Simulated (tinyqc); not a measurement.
# Stoner model of a band magnet at zero temperature, step by step

A worked calculation. Computed by tinyqc, a small Python program that keeps every step. Command: `OMP_NUM_THREADS=1 python tinyqc.py 3020078 3020079 out.jsonl stoner walk`. One thread of a shared host (Intel(R) Xeon(R) Processor @ 2.30GHz), about 0.01 s of CPU time with the checks. Intermediate numbers are printed to about 5 digits and carried at full precision; extremes and crossings named in words are read from the listed rows.

Five orbitals per spin share one band; u = (E - E_bottom)/W runs from 0 to 1, and the states per spin, atom and energy are g = 5 d(u)/W with d = (8/pi) sqrt(u (1 - u)). N(u) is the integral of d from 0. The moment m = n_up - n_down (electrons per atom) moves the fillings to n +/- m/10; the energy is E(m) = E_band(m) - I m^2/4.

Inputs (values chosen for the exercise, for a model d band):

| quantity | value | unit |
|---|---|---|
| band width W | 5.7 | eV |
| filling n per spin orbital | 0.26 | - |
| Stoner parameter I | 0.58 | eV |
| field B | 30 | T |
| start moment m0 | 0.38 | mu_B |
| largest number of steps | 600 | - |

Density of states: semi-elliptic.

Constants: mu_B = 5.7883818060e-05 eV/T.

## The paramagnetic state

Solve N(u_F) = n; g_F = 5 d(u_F)/W; the Stoner product is I g_F.

u_F = 0.30656

g_F = 1.0299 1/eV

Stoner product I g_F = 0.59735

I g_F < 1: the paramagnet is locally stable.

## Exchange-enhanced response

The susceptibility is enhanced by 1/(1 - I g_F), and a field B induces m = 2 mu_B B g_F/(1 - I g_F).

enhancement = 2.4835

induced moment = 0.0088834 mu_B

## Fixed-moment scan

For a moment m the Fermi levels of the two spins lie W [u(n + m/10) - u(n - m/10)] =: Delta apart; gbar = m/Delta is the mean density of states between them. A solution has I gbar = 1, is stable where gbar falls with m, or sits at saturation m_max = 10 min(n, 1 - n) if I gbar > 1 there. E_band(m) = 5 W [e(n + m/10) + e(n - m/10) - 2 e(n)], e = integral of u d(u) up to the Fermi level.

Against the moment:

| m (mu_B) | Delta (eV) | I gbar | E(m) - E(0) (meV) |
|---|---|---|---|
| 0.13 | 0.1262 | 0.59725 | 1.65 |
| 0.39 | 0.3792 | 0.59646 | 14.89 |
| 0.78 | 0.7620 | 0.59372 | 59.91 |
| 1.17 | 1.1524 | 0.58887 | 136.12 |
| 1.56 | 1.5564 | 0.58133 | 245.56 |
| 1.95 | 1.9850 | 0.56978 | 391.82 |
| 2.34 | 2.4671 | 0.55012 | 581.93 |
| 2.60 | 2.9396 | 0.51300 | 742.60 |

I gbar runs between 0.513 and 0.597; the energy falls with m where it exceeds 1 and rises where it is below. The lowest row is m = 0.13, and no row lies below the paramagnet.

## Self-consistent moment

Split the bands by Delta = I m, find the common Fermi level that keeps 10 n electrons, and read m(out) = 5 [N(u + Delta/(2W)) - N(u - Delta/(2W))], N clipped to 0 and 1. Start from m0 (at most 0.9 m_max, m_max = 10 min(n, 1 - n)); stop when m changes by less than 1e-8; moments under 1e-5 count as 0.

Iteration:

| step | m in (mu_B) | Delta (eV) | m out (mu_B) |
|---|---|---|---|
| 1 | 3.8000e-01 | 2.2040e-01 | 2.2688e-01 |
| 2 | 2.2688e-01 | 1.3159e-01 | 1.3550e-01 |
| 3 | 1.3550e-01 | 7.8591e-02 | 8.0936e-02 |
| 4 | 8.0936e-02 | 4.6943e-02 | 4.8346e-02 |
| 5 | 4.8346e-02 | 2.8041e-02 | 2.8879e-02 |
| ... | ... | ... | ... |
| 30 | 1.2304e-07 | 7.1362e-08 | 7.3496e-08 |
| 31 | 7.3496e-08 | 4.2628e-08 | 4.3903e-08 |
| 32 | 4.3903e-08 | 2.5464e-08 | 2.6225e-08 |
| 33 | 2.6225e-08 | 1.5211e-08 | 1.5666e-08 |
| 34 | 1.5666e-08 | 9.0860e-09 | 9.3578e-09 |

moment m = 0 mu_B

last change of m = 6.3078e-09

The moment dies away, once small by the factor I g_F a step.

Checks made by the program: N(u_F) against quadrature of d (relative difference below 1e-10).
